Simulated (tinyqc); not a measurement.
Worked calculation: CIS on RHF in the 6-31g basis, for H2, spin multiplicity 1. One step of it, computed by the program tinyqc.

Problem. CIS matrix, singlets. A(ia,jb) = (e_a - e_i) d_ij d_ab + 2 (ia|jb) - (ij|ab).

orbital energies (hartree): MO1 -0.522155, MO2 0.161312, MO3 0.915790, MO4 1.147875

Two-electron integrals over orbitals (pq|rs), unique and non-zero (hartree):
```
(11|11) 0.562820    (21|21) 0.108825    (22|11) 0.440125    (22|22) 0.401541
(31|11) 0.132315    (31|22) 0.068818    (31|31) 0.093225    (32|21) 0.011533
(32|32) 0.037790    (33|11) 0.502122    (33|22) 0.403053    (33|31) 0.118267
(33|33) 0.473013    (41|21) -0.080358   (41|32) -0.049775   (41|41) 0.108904
(42|11) -0.136271   (42|22) -0.072932   (42|31) -0.080896   (42|33) -0.119006
(42|42) 0.082506    (43|21) -0.121100   (43|32) -0.039210   (43|41) 0.124791
(43|43) 0.174615    (44|11) 0.564121    (44|22) 0.447786    (44|31) 0.168361
(44|33) 0.529694    (44|42) -0.161589   (44|44) 0.624534
```

Give: CIS matrix A, singlet.

Solution.

CIS matrix A, singlet (hartree):
```
         1>2     1>3      1>4
1>2   0.4610  0.0000  -0.0244
1>3   0.0000  1.1223   0.0000
1>4  -0.0244  0.0000   1.3237
```
